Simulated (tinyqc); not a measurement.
Sublattice potential against complex hopping: Haldane model. Computed by the program tinyqc. 

Honeycomb lattice:

| parameter | value |
|---|---|
| t1 (eV) | 2.620000 |
| t2 (eV) | 0.430000 |
| phi (rad) | 0.940000 |

H_AA = delta - 2 t2 sum cos(k.b + phi), H_BB = -delta - 2 t2 sum cos(k.b - phi), H_AB = -t1 (1 + exp(-i k.a1) + exp(-i k.a2)), b = a1, a2 - a1, -a2, m = 3 sqrt3 t2 sin(phi); the sign of the Chern number follows the orientation k1 then k2.

Gaps at the two valleys (eV) and Chern number of the lower band (12 x 12 mesh):

| delta | gap 2\|delta - m\| | gap 2\|delta + m\| | Chern number |
|---|---|---|---|
| -3.2480 | 10.1047 | 2.8873 | 0 |
| -2.3460 | 8.3007 | 1.0833 | 0 |
| -1.0830 | 5.7747 | 1.4427 | -1 |
| 0.0000 | 3.6087 | 3.6087 | -1 |
| 0.7220 | 2.1647 | 5.0527 | -1 |
| 1.3530 | 0.9027 | 6.3147 | -1 |
| 2.2550 | 0.9013 | 8.1187 | 0 |
| 3.6090 | 3.6093 | 10.8267 | 0 |

Here |m| = 1.8044 eV. For |delta| < |m| the two valleys have masses of opposite sign and the Chern number is +/-1; one gap closes at |delta| = |m|, and beyond it the band is trivial.
